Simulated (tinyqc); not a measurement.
# Physical sputtering: collision-cascade yield, angular dependence, faceting and resputtering in deposition, step by step

A worked calculation. Computed by tinyqc, a small Python program that keeps every step. Command: `OMP_NUM_THREADS=1 python tinyqc.py 3021041 3021042 out.jsonl sputter walk`. One thread of a shared host (Intel(R) Xeon(R) Processor @ 2.30GHz), about 0.01 s of CPU time with the checks. Intermediate numbers are printed to about 6 digits and carried at full precision; extremes and crossings named in words are read from the listed rows.

Ions start collision cascades; atoms that reach the surface with more than U leave. The target is amorphous or fine-grained.

Inputs (values chosen for the exercise, modelled on krypton ions on titanium):
```
quantity                                                  value     unit
ion Z1                                                       36        -
ion mass M1                                                83.8        u
target Z2                                                    22        -
target mass M2                                             47.9        u
surface binding energy U                                   4.85       eV
target density N                                           56.7   1/nm^3
fit factor Q                                               0.54        -
ion energy E                                                790       eV
current density J                                         0.051  mA/cm^2
angular exponent f                                          1.7        -
angle of the largest yield                                   75  degrees
angle of incidence                                           15  degrees
deposition rate over sputter rate on a flat surface, D/S    3.5        -
```

Constants: e = 1.602176634e-19 C.

## Yield at normal incidence

gamma = 4 M1 M2/(M1 + M2)^2; threshold E_th = 6.7 U/gamma for M1 >= M2, else U (1 + 5.7 M1/M2)/gamma. eps = 0.03255 M2 E/(Z1 Z2 (M1 + M2) z), z = (Z1^(2/3) + Z2^(2/3))^(1/2), E in eV; s_n = 3.441 sqrt(eps) ln(eps + 2.718)/(1 + 6.355 sqrt(eps) + eps (6.882 sqrt(eps) - 1.708)); S_n = 84.78 Z1 Z2 M1 s_n/((M1 + M2) z) in eV angstrom^2; alpha = 0.249 (M2/M1)^0.56 + 0.0035 (M2/M1)^1.5 for M1 <= M2, else 0.0875 (M2/M1)^(-0.15) + 0.165 M2/M1; Y0 = 0.042 Q alpha S_n/U [1 - sqrt(E_th/E)]^2.5 (the electronic-loss factor of the full formula is dropped). Erosion rate = Y0 J/(e N); 1 cm^2 = 1e14 nm^2.

energy transfer factor gamma = 0.925695

threshold E_th = 35.1034 eV

reduced energy eps = 0.00272680

nuclear stopping S_n = 1335.90 eV angstrom^2

alpha = 0.189472

yield Y0 = 0.654930 atoms per ion

erosion rate = 2.20609 nm/min

The threshold factor is 0.553; the energy cost is 1210 eV per removed atom, 249 times U.

## Oblique incidence

Angular law: Y/Y0 = t^f exp(-f cos(a_opt)(t - 1)), t = 1/cos(angle), largest at a_opt. A plane tilted by the angle recedes along the beam at a speed proportional to Y(angle), and along its own normal as Y cos(angle).

Y/Y0 at the angle = 1.04437

yield at the angle = 0.683990 atoms per ion

normal speed relative to a flat surface = 1.00878

largest Y/Y0 = 2.82288

## Deposition with resputtering

With a directional flux, net growth along the beam is D - S Y(angle)/Y0. Slopes where Y/Y0 exceeds D/S are etched: solve Y/Y0 = D/S below a_opt, if the largest Y/Y0 exceeds D/S. The normal speed is largest where f (1 - cos(a_opt)/cos(angle)) = 1, cos(angle) = f cos(a_opt)/(f - 1), or at angle 0 if this exceeds 1.

Angle of zero net growth: none: every slope grows

angle of the largest normal speed = 51.0560 degrees

Deposition outweighs sputtering at every angle, so no slope is cut back.

## Yield over energy

The formulas are those given above.

Normal incidence:
```
E (eV)          eps  S_n (eV angstrom^2)           Y0  Y0 per keV
50      1.72583e-04               411.70  3.85943e-03    0.077189
100     3.45165e-04               564.39  5.30147e-02    0.530147
200     6.90330e-04               765.14  1.74471e-01    0.872355
300     1.03550e-03               908.36  2.82587e-01    0.941958
500     1.72583e-03              1118.50  4.59041e-01    0.918082
1000    3.45165e-03              1458.72  7.69423e-01    0.769423
2000    6.90330e-03              1859.97  1.15517e+00    0.577585
5000    1.72583e-02              2464.34  1.75442e+00    0.350884
10000   3.45165e-02              2948.49  2.24250e+00    0.224250
30000   1.03550e-01              3658.33  2.97125e+00    0.099042
100000  3.45165e-01              4030.40  3.40611e+00    0.034061
```

The yield per keV peaks at 300 eV among these rows, 9 times the threshold, the most economical range for removing atoms. Y0 varies as E^3.78 between the first rows and as E^0.11 at the end, where nuclear stopping is flattening. Caution: the electronic-loss factor, dropped here, would lower the yields at the highest energies slightly.

Checks made by the program: position of the angular maximum (relative difference below 1e-10).
